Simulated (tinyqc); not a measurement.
Implanted layer, carriers, mobility and sheet resistance: one step of the calculation.

An n-type layer from the surface x = 0 to the junction xj, N(x) = N0 exp(-(x - Rp)^2/(2 sg^2)). Local neutrality (no depletion at surface or junction, no spilling of carriers), intrinsic carriers neglected, full ionisation of active dopants.

Question. Sheet quantities by the trapezoid rule. Dose = integral of N, carrier sheet density = integral of n, 1/Rs = q integral of n mu, mean mobility 1/(q Rs sheet density), Hall mobility (unit Hall factor) = integral of n mu^2 over integral of n mu, Hall sheet density = (integral of n mu)^2/integral of n mu^2; all from 0 to xj.

Constants: q = 1.602176634e-19 C. Results are converted to the units shown.

```
point     x (nm)     N (cm^-3)  n (1e17 cm^-3)  mu (cm^2/(V s))
0       0.000000  5.7520146e17       5.7020146        366.30849
1       3.998730  6.5143888e17       6.4643888        346.44070
2       7.997460  6.7998176e17       6.7498176        339.80699
3      11.996190  6.5417019e17       6.4917019        345.78868
4      15.994920  5.8003492e17       5.7503492        364.94421
5      19.993650  4.7400991e17       4.6900991        398.98751
6      23.992380  3.5701840e17       3.5201840        450.64577
7      27.991110  2.4783559e17       2.4283559        523.14286
8      31.989840  1.5856475e17       1.5356475        618.86824
9      35.988570  9.3501705e16       0.8850170        736.85124
10     39.987300  5.0816214e16       0.4581621        869.59264
11     43.986030  2.5453937e16       0.2045394        1001.8513
12     47.984760  1.1751073e16       0.0675107        1114.8676
13     51.983490          5e15       0.0000000        1195.3819
```

Find: dose; carrier sheet density; Rs; mean mobility; Hall mobility; Hall sheet density.

Answer.

dose = 1.709e12 cm^-2
carrier sheet density = 1.683e12 cm^-2
Rs = 9220 ohm/square
mean mobility = 402.2 cm^2/(V s)
Hall mobility = 431.8 cm^2/(V s)
Hall sheet density = 1.568e12 cm^-2

Carriers make up 98.5 % of the dose. A Hall measurement weights the mobile tail, so its sheet density is 6.9 % below the true one.

Computed by the program tinyqc: `OMP_NUM_THREADS=1 python tinyqc.py 2110132 2110133 out.jsonl`, one thread of a shared Intel Xeon 2.30GHz, about 0.01 s for the whole run.
